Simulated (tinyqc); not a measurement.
# Free and trapped electrons in a MOS channel with a dense trap tail: two studies

p-type body, charge-sheet picture, full ionisation (an idealisation for deep acceptors), Boltzmann statistics for free electrons. e = Ec - EF at the surface. Acceptor-like traps of density D(E) = D0 + De exp(-E/Ew) at depth E below Ec, from 0 to Eu, hold n_t = integral of D(E)/(1 + exp((e - E)/Vt)). psi = Eg - Vt ln(Nv/Na) - e; N_dep = sqrt(2 eps0 eps_r Na (psi - Vt)/q); n_f = sqrt(N_dep^2 + 2 eps0 eps_r Vt Nc exp(-e/Vt)/q) - N_dep; Vg = Vfb + psi + q (N_dep + n_t + n_f)/Cox, Cox = eps0 eox/tox.

Inputs (values chosen for the exercise); band and dielectric values close to those of 4H silicon carbide:

| symbol | value | unit | meaning |
|---|---|---|---|
| T | 250 | K | temperature |
| Eg | 3.28 | eV | band gap |
| eps_r | 9.81 |  | relative permittivity |
| Nc | 1.27e19 | cm^-3 | conduction-band density of states at T |
| Nv | 1.92e19 | cm^-3 | valence-band density of states at T |
| eox | 3.9 |  | relative permittivity of the insulator |
| tox | 28 | nm | insulator thickness |
| Na | 3.5e16 | cm^-3 | acceptor density |
| Vfb | -2.85 | V | flat-band voltage without trapped charge |
| D0 | 8.1e10 | cm^-2 eV^-1 | constant background density of acceptor-like traps |
| De | 5.2e12 | cm^-2 eV^-1 | density of the tail at the conduction edge |
| Ew | 0.05 | eV | decay energy of the tail |
| Eu | 0.54 | eV | depth below Ec down to which the traps reach |
| mf | 110 | cm^2/(V s) | mobility of free electrons |

Constants: q = 1.602176634e-19 C, kB = 1.380649e-23 J/K, Vt = kB T/q, eps0 = 8.8541878128e-14 F/cm where lengths are in cm. Results are converted to the units shown.

Each table varies one quantity; the others keep the values above.

## Free and trapped charge against gate voltage

Free share n_f/(n_f + n_t); swing ln 10 n_f/(dn_f/dVg); field-effect mobility mf q (dn_f/dVg)/Cox, for a constant mf; oxide field q (N_dep + n_t + n_f)/(eps0 eox).

Results:
columns A: Vg (V); B: e (eV); C: n_f (cm^-2); D: n_t (cm^-2); E: free share (%); F: swing (mV/decade); G: field-effect mobility (cm^2/(V s)); H: oxide field (MV/cm)
```
A           B         C         D        E      F        G       H
1.4    0.2746   4.160e6  2.298e10  0.01810  68.77  0.01990  0.4930
1.9   0.06213  7.440e10  1.318e11    36.07  397.1    61.65  0.5957
2.4   0.02584  3.545e11  2.023e11    63.66   1283    90.88  0.7613
2.9  0.008782  6.892e11  2.364e11    74.46   2286    99.20  0.9338
4    -0.01301  1.482e12  2.702e11    84.58   4627    105.4   1.319
4.5  -0.01991  1.852e12  2.778e11    86.96   5723    106.5   1.495
5.1  -0.02687  2.301e12  2.840e11    89.02   7054    107.4   1.707
5.6  -0.03188  2.678e12  2.876e11    90.30   8171    107.8   1.884
```

Estimate the missing row, Vg = 3.5 V.

Computed row:
columns A: Vg (V); B: e (eV); C: n_f (cm^-2); D: n_t (cm^-2); E: free share (%); F: swing (mV/decade); G: field-effect mobility (cm^2/(V s)); H: oxide field (MV/cm)
```
A            B         C         D      E     F      G      H
3.5  -0.004622  1.116e12  2.589e11  81.17  3548  103.5  1.143
```

With this row back in the table: n_f reaches 1e11 cm^-2 at Vg = 1.96 V, against 1.77 V without traps. The free share rises from 0.0181 to 90.3 % and the field-effect mobility rises from 0.0199 to 108 cm^2/(V s), although mf = 110 is constant: in the last row 98.0 % of Cox dVg goes into free electrons. The swing in the first row is 68.8 mV a decade (Vt ln 10 = 49.6). For Vg = 2.4, 2.9, 3.5, 4, 4.5, 5.1, 5.6 EF lies less than 2 Vt below the band edge, or above it, where degeneracy and confinement, left out, matter.

## Effect of the acceptor density

Vfb is held fixed. VT is the Vg for n_f = 1e11 cm^-2; swing ln 10 n_f/(dn_f/dVg) at n_f = 1e8 cm^-2; the last three columns are for Vg = VT + 2.2 V, with free share n_f/(n_f + n_t) and field-effect mobility mf q (dn_f/dVg)/Cox; there EF is near the band edge, where Boltzmann statistics are rough.

Results:
columns A: Na (cm^-3); B: e at VT (eV); C: VT (V); D: q n_t/Cox at VT (V); E: swing (mV/decade); F: n_f (cm^-2); G: free share (%); H: field-effect mobility (cm^2/(V s))
```
A           B       C       D      E         F      G      H
1e15  0.08985  0.6112  0.1210  60.86  1.562e12  86.10  103.7
2e15  0.08374  0.7392  0.1305  62.25  1.569e12  86.02  104.1
6e15  0.07335   1.036  0.1486  65.38  1.580e12  85.83  104.7
1e16  0.06830   1.231  0.1584  67.38  1.585e12  85.72  105.0
8e16  0.04682   2.730  0.2072  81.92  1.604e12  85.19  106.2
2e17  0.03708   4.038  0.2325  93.95  1.610e12  84.95  106.6
5e17  0.02726   6.084  0.2590  112.2  1.612e12  84.74  106.7
```

Estimate the missing row, Na = 3e16 cm^-3.

Computed row:
columns A: Na (cm^-3); B: e at VT (eV); C: VT (V); D: q n_t/Cox at VT (V); E: swing (mV/decade); F: n_f (cm^-2); G: free share (%); H: field-effect mobility (cm^2/(V s))
```
A           B      C       D      E         F      G      H
3e16  0.05709  1.843  0.1825  73.45  1.596e12  85.45  105.7
```

With this row back in the table: As Na goes from 1e15 to 5e17, VT rises from 0.611 to 6.08 V, its part due to traps rises from 0.121 to 0.259 V, the swing rises from 60.9 to 112 mV/decade and the field-effect mobility rises from 104 to 107 cm^2/(V s). Most of the rise of VT is depletion charge; the trap part grows since the same n_f needs EF nearer the band edge at heavier doping. For Na = 2e17, 5e17 e is under 2 Vt already at VT, so VT too is rough.

tinyqc, about 0.02 s, one thread, Intel Xeon 2.30GHz (shared host): `OMP_NUM_THREADS=1 python tinyqc.py 2222053 2222054 out.jsonl`
